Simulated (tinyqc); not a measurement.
What moves the zone average: special k points of the square lattice.

Lattice vectors in units of a: a1 = (1, 0), a2 = (0, 1); reciprocal vectors b_i with a_i . b_j = 2 pi delta_ij. Mesh: k = sum_i f_i b_i with f_i = (2 j_i + shift)/(2 N), j_i = 0 .. N-1. The point group of the lattice has 8 operations; only those that map the mesh onto itself are used.

A_m(k) = sum over the m-th star of lattice vectors R of cos(k . R), stars in order of length: m = 1: |R|^2 = 1, 4 vectors, such as (1, 0) in the basis a_i; m = 2: |R|^2 = 2, 4 vectors, such as (1, 1) in the basis a_i; m = 3: |R|^2 = 4, 4 vectors, such as (2, 0) in the basis a_i; m = 4: |R|^2 = 5, 8 vectors, such as (2, 1) in the basis a_i; m = 5: |R|^2 = 8, 4 vectors, such as (2, 2) in the basis a_i; m = 6: |R|^2 = 9, 4 vectors, such as (3, 0) in the basis a_i. The zone mean of every A_m is zero.

Test function, the lower band of a two-band insulator: E(k) = -sqrt(D^2 + (e0 - t A_1(k))^2).

Values chosen for the exercise:

| symbol | value | unit | meaning |
|---|---|---|---|
| D | 1.75 | eV | half gap term |
| t | 0.52 | eV | coupling |
| e0 | 0.9 | eV | offset |
| N | 6 |  | points along each reciprocal vector |
| shift | 0 |  | half steps |

Mean of E over the mesh, and its error against the unshifted mesh with N = 96.

One parameter was then changed.

Results before and after:

| case | mean (eV) | error (meV) | irreducible points |
|---|---|---|---|
| base | -2.1793 | -0.04 | 10 |
| changed | -2.3135 | -0.16 | 10 |

Which of these changes was made? (a) D = 1.225 eV; (b) N = 7; (c) t = 0.676 eV; (d) shift = 1.
Answer: (c) t = 0.676 eV. Of the candidates, run in turn, only this one gives the changed row.

All candidates:

| case | mean (eV) | error (meV) | irreducible points |
|---|---|---|---|
| base | -2.1793 | -0.04 | 10 |
| N = 7 | -2.1792 | 0.00 | 10 |
| shift = 1 | -2.1792 | 0.03 | 6 |
| D = 1.225 eV | -1.7618 | -0.17 | 10 |
| t = 0.676 eV | -2.3135 | -0.16 | 10 |

Computed by tinyqc, a small Python program: `OMP_NUM_THREADS=1 python tinyqc.py 1652304 1652305 out.jsonl` (the numbers bound the seed that draws the inputs); one thread of a shared host (Intel(R) Xeon(R) Processor @ 2.30GHz), about 0.08 s for the whole set of steps.
